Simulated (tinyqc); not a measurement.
Frequency dispersion of an accumulation capacitance by border traps, distributed model: two steps of the calculation.

Traps spread evenly through the insulator exchange electrons with the semiconductor by tunnelling, with tau(x) = t0 exp(2 ka x) at depth x from the interface. The admittance per area Y seen at depth x obeys dY/dx = -Y^2/(i w eps0 eox) + q Nb ln(1 + i w tau)/tau, with Y(0) = i w Cs and w = 2 pi f; the gate sees Y(tox) = G + i w C. Working variable y = Y/(i w), in uF/cm^2. Cox = eps0 eox/tox.

Parameters, values chosen for the exercise; permittivity close to that of zirconium oxide:
```
symbol,value,unit,meaning
eox,21.1,,relative permittivity of the insulator
tox,8.4,nm,insulator thickness
Cs,6,uF/cm^2,semiconductor capacitance in accumulation
Nb,6.6e19,cm^-3 eV^-1,density of border traps
ka,5.1,1/nm,decay constant of the wave function in the insulator
t0,5e-9,s,time constant of a trap at the interface
f,1000,Hz,frequency
xe,1.5,nm,depth down to which the steps are taken
```

Constants: q = 1.602176634e-19 C, eps0 = 8.8541878128e-14 F/cm where lengths are in cm. Results are converted to the units shown.

Task 1. Scales and lumped estimate. Cox; trap-free value 1/(1/Cox + 1/Cs); response depth d = ln(1/(w t0))/(2 ka), where w tau = 1; lumped estimate: all traps within d act as C_bt = q Nb d placed at d/2, so C = 1/{1/[1/(1/Cs + d/(2 eps0 eox)) + C_bt] + (tox - d/2)/(eps0 eox)}.

Wanted: Cox; trap-free C; d; C_bt; lumped C.

Result 1.

Cox = 2.224 uF/cm^2
trap-free C = 1.623 uF/cm^2
d = 1.016 nm
C_bt = 1.075 uF/cm^2
lumped C = 1.716 uF/cm^2

The traps within reach amount to 0.179 Cs and lie in the first 12.1 % of the insulator.

Task 2. Midpoint steps through the active depth. In terms of y: dy/dx = -y^2/(eps0 eox) + s(x), s = q Nb ln(1 + z)/z, z = i w tau. 8 midpoint steps of h = xe/8: y_half = y + (h/2) y'(x, y), y(new) = y + h y'(x + h/2, y_half).

Wanted: x; s; y.

Result 2.

```
point  x (nm)  s (uF/(cm^2 nm))   y (uF/cm^2)
0           0      1.057+0.000i  6.000+0.000i
1      0.1875      1.057+0.000i  5.847+0.000i
2      0.3750      1.057-0.001i  5.710+0.000i
3      0.5625      1.057-0.005i  5.589+0.000i
4      0.7500      1.056-0.035i  5.480-0.003i
5      0.9375      0.994-0.215i  5.381-0.019i
6       1.125      0.438-0.405i  5.242-0.088i
7       1.312      0.079-0.156i  5.013-0.127i
8       1.500      0.012-0.038i  4.779-0.129i
```

Program tinyqc, `OMP_NUM_THREADS=1 python tinyqc.py 2202067 2202068 out.jsonl`; Intel Xeon 2.30GHz, shared host, one thread, about 0.5 s.
